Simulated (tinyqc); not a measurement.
CCSD on RHF in the sto-3g basis, for H4, spin multiplicity 1, step by step. One step of it, computed by the program tinyqc.

Task: Orthogonalisation. S = U s U^T; canonical form X = U s^(-1/2), so that X^T S X = 1. Each column of U has its largest component positive (the first on a tie).

overlap S, order 1H 1s, 2H 1s, 3H 1s, 4H 1s:
```
[[1.000000, 0.668385, 0.157569, 0.126148],
 [0.668385, 1.000000, 0.126148, 0.157569],
 [0.157569, 0.126148, 1.000000, 0.668385],
 [0.126148, 0.157569, 0.668385, 1.000000]]
```

Give: eigenvalues of S; X.

Result:

eigenvalues of S: [0.3002, 0.3630, 1.3847, 1.9521]

X, order 1H 1s, 2H 1s, 3H 1s, 4H 1s:
```
[[0.9126, 0.8298, 0.4249, 0.3579],
 [-0.9126, -0.8298, 0.4249, 0.3579],
 [-0.9126, 0.8298, -0.4249, 0.3579],
 [0.9126, -0.8298, -0.4249, 0.3579]]
```
